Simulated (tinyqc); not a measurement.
# Isotype n-N heterojunction, non-linear Poisson equation by Newton steps, Boltzmann statistics: what changes with what

One dimension, material 1 (n-type) at x < 0 and material 2 (n-type) at x > 0. Band edges: Ec = -psi in material 1 and -psi + dEc in material 2, Ev = Ec - Eg. Equilibrium, Fermi level at 0. n = Nc F((EFn - Ec)/Vt), p = Nv F((Ev - EFp)/Vt), with F(eta) = exp(eta) (Boltzmann statistics); full ionisation, no interface charge, classical densities; the doping types are chosen for the exercise.

Values chosen for this exercise; band and dielectric values close to those of CdS and CdTe:

| symbol | value | unit | meaning |
|---|---|---|---|
| T | 250 | K | temperature |
| Eg1 | 2.38 | eV | band gap of material 1 |
| er1 | 8.93 |  | relative permittivity of material 1 |
| Nc1 | 1.68e18 | cm^-3 | conduction-band density of states of material 1 |
| Nv1 | 1.39e19 | cm^-3 | valence-band density of states of material 1 |
| Eg2 | 1.53 | eV | band gap of material 2 |
| er2 | 10.1 |  | relative permittivity of material 2 |
| Nc2 | 6.06e17 | cm^-3 | conduction-band density of states of material 2 |
| Nv2 | 1.36e19 | cm^-3 | valence-band density of states of material 2 |
| dEc | 0.12 | eV | conduction-band offset Ec2 - Ec1 |
| N1 | 5.1e16 | cm^-3 | donor density of material 1 |
| N2 | 8e15 | cm^-3 | donor density of material 2 |
| V | 0 | V | bias of side 1 against side 2 |

Constants: q = 1.602176634e-19 C, kB = 1.380649e-23 J/K, Vt = kB T/q, eps0 = 8.8541878128e-14 F/cm where lengths are in cm. Results are converted to the units shown.

Each table varies one quantity; the others keep the values above.

## Effect of the donor density of material 1

Exact first integral: on each side D^2/(2 eps0 er) = G, G = q [Vt (nI_j - nI_b) + Vt (pI_j - pI_b) - C (psi_j - psi_b)], with C = +N1 or +N2, b the neutral end of that side, and nI, pI the densities themselves. D is continuous, so er1 G1(psi_j) = er2 G2(psi_j) fixes psi_j. Ends from Nc1 F(psi_L/Vt) = N1 and Nc2 F((V + psi_R - dEc)/Vt) = N2. D is counted positive when psi rises towards material 2.

Results:

| N1 (cm^-3) | psi_R - psi_L (V) | psi_j - psi_L (V) | psi_R - psi_j (V) | D/q (cm^-2) | n_j in 1 (cm^-3) | n_j in 2 (cm^-3) |
|---|---|---|---|---|---|---|
| 2.6e15 | 0.1662 | 0.06144 | 0.1047 | 8.629e10 | 4.503e16 | 6.188e13 |
| 5.1e15 | 0.1517 | 0.04950 | 0.1022 | 8.495e10 | 5.076e16 | 6.975e13 |
| 1e16 | 0.1372 | 0.03873 | 0.09843 | 8.298e10 | 6.036e16 | 8.296e13 |
| 2.1e16 | 0.1212 | 0.02848 | 0.09270 | 7.988e10 | 7.877e16 | 1.082e14 |
| 8.3e16 | 0.09157 | 0.01444 | 0.07713 | 7.084e10 | 1.622e17 | 2.229e14 |
| 1.7e17 | 0.07612 | 0.009519 | 0.06660 | 6.412e10 | 2.645e17 | 3.634e14 |
| 3.4e17 | 0.06119 | 0.006060 | 0.05513 | 5.611e10 | 4.504e17 | 6.190e14 |

Estimate the missing row, N1 = 4.1e16 cm^-3.

Computed row:

| N1 (cm^-3) | psi_R - psi_L (V) | psi_j - psi_L (V) | psi_R - psi_j (V) | D/q (cm^-2) | n_j in 1 (cm^-3) | n_j in 2 (cm^-3) |
|---|---|---|---|---|---|---|
| 4.1e16 | 0.1068 | 0.02084 | 0.08592 | 7.606e10 | 1.079e17 | 1.482e14 |

With this row back in the table: As N1 goes from 2.6e15 to 3.4e17, the total bending falls from 0.166 to 0.0612 V and the sheet charge D/q falls from 8.63e10 to 5.61e10 cm^-2; the share of the bending in material 1 falls from 37.0 to 9.90 %. In every row electrons move into material 1, which accumulates, while the other side depletes.

## Effect of the donor density of material 2

Same model as above.

Effect of the donor density of material 2:

| N2 (cm^-3) | psi_R - psi_L (V) | psi_j - psi_L (V) | psi_R - psi_j (V) | D/q (cm^-2) | n_j in 1 (cm^-3) | n_j in 2 (cm^-3) |
|---|---|---|---|---|---|---|
| 4e14 | 0.03752 | 0.002548 | 0.03497 | 8.885e9 | 5.740e16 | 7.889e13 |
| 9e14 | 0.05499 | 0.004936 | 0.05006 | 1.754e10 | 6.413e16 | 8.813e13 |
| 2e15 | 0.07220 | 0.008497 | 0.06370 | 3.108e10 | 7.566e16 | 1.040e14 |
| 4.6e15 | 0.09014 | 0.01392 | 0.07622 | 5.329e10 | 9.730e16 | 1.337e14 |
| 1e16 | 0.1069 | 0.02089 | 0.08598 | 8.507e10 | 1.345e17 | 1.848e14 |
| 2.4e16 | 0.1257 | 0.03121 | 0.09451 | 1.401e11 | 2.172e17 | 2.985e14 |
| 5.4e16 | 0.1432 | 0.04306 | 0.1001 | 2.180e11 | 3.763e17 | 5.172e14 |
| 1.2e17 | 0.1604 | 0.05656 | 0.1038 | 3.324e11 | 7.044e17 | 9.681e14 |

Read the table: what changes, and by how much?

As N2 goes from 4e14 to 1.2e17, the total bending rises from 0.0375 to 0.160 V and the sheet charge D/q rises from 8.89e9 to 3.32e11 cm^-2; the share of the bending in material 1 rises from 6.79 to 35.3 %. In every row electrons move into material 1, which accumulates, while the other side depletes. For N2 = 1.2e17 a density at the interface exceeds 0.3 of the band density of states, which Boltzmann statistics overestimate.

Program tinyqc, `OMP_NUM_THREADS=1 python tinyqc.py 2040046 2040047 out.jsonl`; Intel Xeon 2.30GHz, shared host, one thread, about 0.01 s.
